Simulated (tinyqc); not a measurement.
Changing the grain size d: grain-boundary diffusion: Harrison regimes, Fisher and Le Claire analysis, Hart average. Computed by tinyqc, a small Python program. Command: `OMP_NUM_THREADS=1 python tinyqc.py 3018194 3018195 out.jsonl gbdiff sweep`. One thread of a shared host (Intel(R) Xeon(R) Processor @ 2.30GHz), about 0.01 s of CPU time with the checks.

A boundary is a slab of width delta with diffusivity D_b, normal to a surface held at constant concentration; it leaks into grains of diffusivity D.

Inputs (values chosen for the exercise, for a model polycrystal):
```
quantity                          value   unit
lattice prefactor D0            7.2e-05  m^2/s
lattice activation energy E         2.1     eV
boundary prefactor D0b          3.2e-06  m^2/s
boundary activation energy E_b     1.33     eV
boundary width delta               0.51     nm
segregation factor s                 10      -
temperature T                       705      K
time t                             1500      s
```

Constants: k_B = 8.617333262e-05 eV/K.

Method:
- D = D0 exp(-E/(k_B T)), D_b = D0b exp(-E_b/(k_B T)).
- Triple product P = s delta D_b.
- Hart average for parallel slabs: f = delta/d, D_eff = (s f D_b + (1 - f) D)/(1 - f + s f); share of the boundaries = s f D_b/(s f D_b + (1 - f) D); depth sqrt(D_eff t).

One run for each value:
```
grain size d (um)  D_eff (m^2/s)  share of the boundaries  depth sqrt(D_eff t) (um)
0.01                  3.4758e-16                  0.99987                   0.72206
0.036                 1.2498e-16                  0.99951                   0.43298
0.13                  3.7741e-17                  0.99822                   0.23793
0.48                  1.0533e-17                  0.99342                   0.12570
1.7                   3.0444e-18                  0.97707                   0.06758
6.3                   8.7422e-19                  0.91997                   0.03621
23                    2.9042e-19                  0.75895                   0.02087
83                    1.3110e-19                  0.46595                   0.01402
300                   8.6921e-20                  0.19445                   0.01142
```

What does the table show?

Over the rows, D_eff (m^2/s) falls from 3.48e-16 to 8.69e-20 (exponent d ln y / d ln x -0.80 between the first rows and -0.32 between the last); share of the boundaries falls from 1.000 to 0.194 (exponent d ln y / d ln x -2.8e-4 between the first rows and -0.68 between the last); depth sqrt(D_eff t) (um) falls from 0.722 to 0.0114 (exponent d ln y / d ln x -0.40 between the first rows and -0.16 between the last).

Caution (all rows): outside regime A (which needs sqrt(D t) above about 3 d) the Hart average and its depth are formal: they describe a profile only in regime A or at steady state.
